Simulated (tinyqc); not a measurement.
X-ray photoelectron analysis of a thin oxide on a semiconductor: attenuation lengths, thickness, angle series and band offsets: one step, computed by the program tinyqc. Command: `OMP_NUM_THREADS=1 python tinyqc.py 3114320 3114321 out.jsonl xps walk`. One thread of a shared host (Intel(R) Xeon(R) Processor @ 2.30GHz), about 0.01 s of CPU time with the checks.

The same element is seen in the oxide and in the substrate, at nearly the same kinetic energy; films are flat and uniform, and the work function is ignored.

Question. Band offsets by core levels. Valence band offset = (E_core - E_v)(substrate) - (E_core - E_v)(oxide) + (core level separation at the interface, oxide less substrate). The separation is made here from the given offset; a uniform field F that raises the binding energy towards the surface shifts the oxide peak by e F <z>, <z> = d/(1 - exp(-x)) - d/x, x = d/(L_o cos theta), being the mean distance from the interface. Conduction band offset = oxide gap - substrate gap - valence band offset.

Inputs (values chosen for the exercise, modelled on SiO2 on 4H-SiC):
```
quantity,value,unit
oxide gap,9,eV
substrate gap,3.26,eV
oxide thickness d,4.7,nm
valence band offset used to make the data,2.81,eV
"core level less valence band top, substrate",99.04,eV
"core level less valence band top, thick oxide",98.82,eV
field in the oxide,1.2,MV/cm
```

d/(L_o cos theta) = 2.211088

Give: separation without field; <z>; separation with field; apparent valence band offset; true conduction band offset; apparent conduction band offset.

Answer.

separation without field = 2.59 eV

<z> = 3.1528 nm

separation with field = 2.9683 eV

apparent valence band offset = 3.1883 eV

true conduction band offset = 2.93 eV

apparent conduction band offset = 2.5517 eV

The field biases both offsets by 0.38 eV, in opposite directions.
